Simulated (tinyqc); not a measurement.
# Voltage drop against the pad pitch

A grid of 17 by 17 nodes with segments Rx (rows) and Ry (columns); every node draws I1 and the central node kh I1; pads with resistance Rp sit at the nodes whose row and column are multiples of the pitch, counting from 0. The drops u = Vdd - V follow from G u = i, with G the conductance matrix and i the load currents, solved directly.

Inputs (values chosen for the exercise):
```
symbol,value,unit,meaning
Vdd,0.7,V,supply voltage
Rx,0.26,ohm,resistance of a horizontal segment
Ry,1.7,ohm,resistance of a vertical segment
Rp,0.28,ohm,resistance from a pad node to the supply
kh,5,,factor on the load at the hot node
I1,0.16,mA,load current of a node in the large grid
```

Voltage drop against the pad pitch:
```
pitch (nodes)	pads	worst drop (mV)	mean drop (mV)	largest drop at a pad (mV)	largest pad current (mA)	worst drop over Vdd (%)
1	289	0.11121	0.045420	0.11121	0.39716	0.015887
2	81	0.35291	0.24644	0.26040	0.92998	0.050415
4	25	1.3608	1.0312	0.76482	2.7315	0.19441
8	9	4.7860	3.9110	2.3010	8.2179	0.68371
16	4	17.176	13.640	3.2816	11.720	2.4538
```

The worst drop goes from 0.111 to 17.2 mV while the number of pads falls from 289 to 4; between the last two rows it goes as pitch^(1.84). The largest drop at a pad is 100 % of the worst drop in the first row and 19.1 % in the last; the rest falls along the wires.

Computed by the program tinyqc: `OMP_NUM_THREADS=1 python tinyqc.py 2770168 2770169 out.jsonl`, one thread of a shared Intel Xeon 2.30GHz, about 0.1 s for the whole run.
